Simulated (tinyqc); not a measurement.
Hot carriers by balance equations with a heated Maxwellian: one step, computed by the program tinyqc. Command: `OMP_NUM_THREADS=1 python tinyqc.py 3030618 3030619 out.jsonl hot walk`. One thread of a shared host (Intel(R) Xeon(R) Processor @ 2.30GHz), about 0.02 s of CPU time with the checks.

The carriers follow a Maxwellian at an electron temperature T_e, slightly displaced; the drift energy is neglected against k_B T_e. The balance averages the rate, not the time, so mu_0 lies below the relaxation-time value.

Problem. Drift velocity. Parabolic band: E = hbar^2 k^2/(2 m), speed v = hbar k/m, states per spin, volume and energy g(E) = m k/(2 pi^2 hbar^2). Masses are multiplied by m_0 and all formulas are in SI units. Phonon occupation N_q = 1/(exp(hbar w/(k_B T)) - 1). Acoustic deformation potential (elastic, equipartition, absorption and emission together): 1/tau = 2 pi k_B T D_A^2 g(E)/(hbar rho v_l^2). Optical or intervalley deformation potential: 1/tau = (pi Z_f D_o^2/(rho w)) [N_q g(E + hbar w) + (N_q + 1) g(E - hbar w)], with g = 0 below the band edge. Averages over the Maxwellian, <y> = int y x^(1/2) exp(-x) dx / int x^(1/2) exp(-x) dx with x = E/(k_B T_e), split at x_0 = hbar w/(k_B T_e): 64 Gauss-Legendre points in sqrt(x) below it and 128 in sqrt(x - x_0) above it, up to x = 32. Momentum balance: mu(T_e) = e/(m nu), nu = <x (sum of rates)>/<x>. Power lost per carrier: P(T_e) = hbar w <emission rate - absorption rate> + <(2 m v_l^2/(k_B T)) (E - 2 k_B T) acoustic rate>. v = mu(T_e) F; warm-carrier coefficient (mu/mu_0 - 1)/F^2.

Inputs (values chosen for the exercise, for a model non-polar semiconductor):
```
quantity                                          value       unit
effective mass m                                  0.296        m_0
density rho                                        5150     kg/m^3
sound velocity v_l                                 6480        m/s
acoustic deformation potential D_A                   12         eV
phonon energy hbar w                               27.4        meV
optical or intervalley deformation potential D_o    2.6  1e8 eV/cm
final valleys Z_f                                     3          -
lattice temperature T                               300          K
electric field F                                    1.3      kV/cm
```

Band: parabolic. Solver: Newton.

electron temperature T_e = 357.0630 K

low-field mobility mu_0 = 1302.936 cm^2/(V s)

Constants: k_B = 8.617333262e-05 eV/K; k_B = 1.380649e-23 J/K; e = 1.602176634e-19 C; hbar = 1.054571817e-34 J s; m_0 = 9.1093837015e-31 kg; hbar = 6.582119569e-16 eV s.

Give: mobility mu(T_e); drift velocity; mu/mu_0; (mu/mu_0 - 1)/F^2.

Solution.

mobility mu(T_e) = 1183 cm^2/(V s)

drift velocity = 0.1538 1e7 cm/s

mu/mu_0 = 0.9083

(mu/mu_0 - 1)/F^2 = -0.05427 cm^2/kV^2
